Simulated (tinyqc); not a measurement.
Drifting, spreading and decaying minority pulse (Haynes-Shockley), Crank-Nicolson time steps: two steps of the calculation.

Low injection in a uniform field: dn/dt = D d2n/dx2 - v dn/dx - n/tau with D = mu Vt and v = mu F towards +x. Exact solution on an infinite bar for a Gaussian start at x0: n = N0 exp(-t/tau) exp(-(x - x0 - v t)^2/(2 s^2))/sqrt(2 pi s^2), s^2 = s0^2 + 2 D t.

Values chosen for this exercise; mobility close to that of silicon at room temperature:
- T = 300 K (temperature)
- mu = 1340 cm^2/(V s) (minority-carrier mobility)
- F = 19 V/cm (sweep field along the drift)
- hx = 18 um (mesh step)
- tau = 5.7e-7 s (lifetime)
- dt = 8.2e-8 s (time step)

Constants: q = 1.602176634e-19 C, kB = 1.380649e-23 J/K, Vt = kB T/q. Results are converted to the units shown.

Problem 1. Coefficients of the scheme. Exponentially fitted fluxes: d = F hx/Vt, B(d) = d/(exp(d) - 1), k = D dt/hx^2; (L n)_i = a n_(i-1) + b n_i + c n_(i+1) with a = k B(-d), c = k B(d), b = -a - c - dt/tau. Explicit steps keep n positive for dt up to 1/[(D/hx^2)(B(d) + B(-d)) + 1/tau].

Wanted: D; v; d; a; b; c; positivity limit of dt.

Solution 1.

D = 34.642 cm^2/s
v = 25460 cm/s
d = 1.3229
a = 1.5809
b = -2.1459
c = 0.42110
positivity limit of dt = 3.8212e-8 s

Problem 2. Densities after a time step. (L n)_i = a n_(i-1) + b n_i + c n_(i+1), n = 0 beyond the ends. Crank-Nicolson step: solve n(new) - L n(new)/2 = n + L n/2.

a = 1.5809400
b = -2.1458952
c = 0.42109558

```
node,n at t = 1 dt (1e12 cm^-3)
1,0.1924147
2,0.6556140
3,1.4553004
4,2.6124438
5,3.4659004
6,2.9751255
7,1.7060528
8,0.7610348
9,0.3082327
10,0.1177602
```

Wanted: n at t = 2 dt.

Solution 2.

```
node,n at t = 2 dt (1e12 cm^-3)
1,0.091
2,0.305
3,0.710
4,1.279
5,1.902
6,2.339
7,2.206
8,1.592
9,0.947
10,0.474
```

Computed by the program tinyqc: `OMP_NUM_THREADS=1 python tinyqc.py 2310114 2310115 out.jsonl`, one thread of a shared Intel Xeon 2.30GHz, about 0.01 s for the whole run.
